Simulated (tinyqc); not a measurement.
# Square on-chip spiral inductor, lumped pi model: quality factor against frequency

Outer diameter do = di + 2 n wd + 2 (n - 1) sp, mean da = (do + di)/2, fill p = (do - di)/(do + di), length l = 4 n da. L = 2.34 mu0 n^2 da/(1 + 2.75 p), mu0 = 4 pi 1e-7 H/m. Rs = rho l/(wd delta (1 - exp(-th/delta))), delta = sqrt(rho/(pi f mu0)). Cs = n wd^2 eps0 eo/hu across the coil. At each end Cox = l wd eps0 eo/(2 ho) leads to the substrate branch Rsi = 2 rs he/(l wd) in parallel with Csi = l wd eps0 11.7/(2 he). With one end grounded Y = 1/(Rs + i w L) + i w Cs + 1/[1/(i w Cox) + 1/(1/Rsi + i w Csi)], w = 2 pi f; Q = -Im Y/Re Y. Eddy currents in neighbouring turns and in the substrate are left out.

Apparent inductance Im(1/Y)/w; share of the loss Re(substrate branch)/Re Y.

Inputs (values chosen for the exercise); values of the order met in silicon radio-frequency processes: number of turns n = 3.5; line width wd = 10 um; space between turns sp = 3 um; inner diameter di = 60 um; metal thickness th = 3 um; metal resistivity rho = 1.9 uohm cm; oxide below the coil ho = 8.9 um; oxide between coil and underpass hu = 1.1 um; relative permittivity of the oxide eo = 4.1; substrate resistivity rs = 10 ohm cm; effective spreading depth in the substrate he = 80 um.

Constants: eps0 = 8.8541878128e-12 F/m. Results are converted to the units shown.

Result of one run:
```
f (GHz)	Rs (ohm)	w L/Rs	Q	apparent inductance (nH)	loss in the substrate (%)
0.46	1.395	3.575	3.573	1.726	0.01510
```

What becomes of these results when the frequency f is changed from 0.46 to 5.4 GHz, all else the same?

Result of the changed run:
```
f (GHz)	Rs (ohm)	w L/Rs	Q	apparent inductance (nH)	loss in the substrate (%)
5.4	3.014	19.42	13.16	1.813	28.61
```

The whole series:
```
f (GHz)	Rs (ohm)	w L/Rs	Q	apparent inductance (nH)	loss in the substrate (%)
0.46	1.395	3.575	3.573	1.726	0.01510
0.76	1.556	5.295	5.282	1.728	0.09431
1.2	1.753	7.418	7.354	1.731	0.4803
2	2.055	10.55	10.17	1.741	2.623
3.3	2.463	14.52	12.67	1.763	10.67
5.4	3.014	19.42	13.16	1.813	28.61
8.8	3.752	25.42	10.88	1.938	51.60
14	4.678	32.44	7.026	2.312	70.41
24	6.096	42.67	1.612	4.995	84.86
```

Q goes from 3.57 through a maximum of 13.2 (at f = 5.4 GHz among the rows listed) to 1.61; the exact peak is 13.3 at 4.61 GHz and Q reaches zero at the self-resonance, 27.8 GHz. The share of the substrate rises from 0.0151 to 84.9 %, and the apparent inductance ends at 2.90 times L. At the peak the substrate takes 21.8 % of the loss. For f = 24 the coil is longer than 0.15 of a wavelength in the oxide, where one lumped section is rough.

Computed by the program tinyqc: `OMP_NUM_THREADS=1 python tinyqc.py 2302017 2302018 out.jsonl`, one thread of a shared Intel Xeon 2.30GHz, about 0.01 s for the whole run.
